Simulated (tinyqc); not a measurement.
Three-phonon processes in a diatomic chain: dispersion, energy and momentum conservation, and decay channels of optical phonons: one step, computed by the program tinyqc.

Cell length a, two atoms, one spring constant. x = q a/pi runs from -1 to 1; A and O are the acoustic and optical branches. Matrix elements are not computed: only conservation laws and occupation factors are followed.

Problem. Dispersion. omega^2 = k (1/m + 1/M) -/+ k sqrt((1/m + 1/M)^2 - 4 sin^2(pi x/2)/(m M)); nu = 15.6333042 THz x sqrt(omega^2) for eV/(angstrom^2 u).

Inputs (values chosen for the exercise, for a model chain): light mass m = 10.8 u; heavy mass M = 43.3 u; spring constant k = 14 eV/angstrom^2.

Constants: nu for 1 eV/(angstrom^2 u) = 15.6333042 THz.

Give: the table «Branches» with the columns nu_A (THz), nu_O (THz), for x = 0.10, 0.20, 0.35, 0.50, 0.65, 0.80, 0.90, 1.00.

Solution.

Branches:
```
x,nu_A (THz),nu_O (THz)
0.10,1.76,28.08
0.20,3.50,27.92
0.35,6.02,27.49
0.50,8.33,26.88
0.65,10.31,26.18
0.80,11.78,25.55
0.90,12.37,25.27
1.00,12.57,25.17
```
